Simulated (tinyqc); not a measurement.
Inside a calculation: donors on two lattice sites with valley-orbit split states. Values are carried at full precision from step to step, so a last printed digit may differ when a step is redone from the rounded ones.

Each donor binds at most one electron, in any of its states. For a site s, W_s = sum over its states of g exp(E/kT), and the ionised share is 1/(1 + W_s exp(eta)), eta = (EF - Ec)/kT; n = Nc F_1/2(eta); neutrality n + NA = ND x (mean ionised share, the two sites in equal numbers); holes are neglected. Nc from N = 2 (m kB T/(4 pi c))^(3/2) with c = hbar^2/2m0, in 1/angstrom^3; times 1e24 for 1/cm^3, m = md. F_j(eta) = (1/Gamma(j + 1)) integral_0^infinity x^j dx/(1 + exp(x - eta)), which tends to exp(eta) for eta << 0.

Constants: hbar^2/2m0 = 3.80998211 eV angstrom^2; kB = 8.617333262e-05 eV/K.

Values chosen for the exercise (near those of nitrogen in 4H-SiC; the results hold for these values, not for the real material): md = 0.799 m0 (density-of-states mass of the conduction band); E = (64.8, 56.5, 118.7, 75.1) meV (binding energies of h ground, h excited, k ground, k excited); g = (2, 4, 2, 4) (their degeneracies with spin); T = 200 K; ND = 1e+15 1/cm^3 (donors, half on each site); NA = 2.4e+14 1/cm^3 (compensating acceptors, all ionised); mu0 = 41 cm^2/(V s) (mobility at heavy doping); mu1 = 945 cm^2/(V s) (mobility at light doping and 300 K); Nr = 1.9e+17 1/cm^3 (reference doping); de = 0.61 (doping exponent); ga = 2.4 (temperature exponent).

## Partition sums of the neutral donor

Give each term g exp(E/kT), W_s, and the effective degeneracy W_s exp(-E_ground/kT).

Nc = 9.7556e+18 1/cm^3

terms: h ground 85.89, h excited 106.1, k ground 1959, k excited 312.2

W_s: h 192.01, k 2271.7

effective degeneracy: h 4.471, k 2.319

The ground state alone would give 2 and all states together 6 on each site; here the excited states hold 55 % and 14 % of the bound electrons on the h and k sites.

## Neutrality

Solve for eta.

eta = -9.564
n = 6.85e+14 1/cm^3

ionised share: h 0.987, k 0.862

n is 0.901 of ND - NA. The deeper k site is ionised 0.87 times as much as the h site.

## Mobility and resistivity

Mobility (Caughey-Thomas form): mu = mu0 + (mu1 (T/300)^(-ga) - mu0)/(1 + ((ND + NA)/Nr)^de); rho = 1/(e n mu), e = 1.602176634e-19 C.

Compare with full ionisation, n = ND - NA.

mu = 2391.5 cm^2/(V s)
rho = 3.81 ohm cm
rho at full ionisation = 3.43 ohm cm

Incomplete ionisation raises rho by a factor 1.11.

## Checks

- n + NA against ND times the mean ionised share (1/cm^3): both 9.246e+14.

(tinyqc, `OMP_NUM_THREADS=1 python tinyqc.py 1681976 1681977 out.jsonl`, Intel(R) Xeon(R) Processor @ 2.30GHz, 1 thread, shared host, about 0.02 s.)
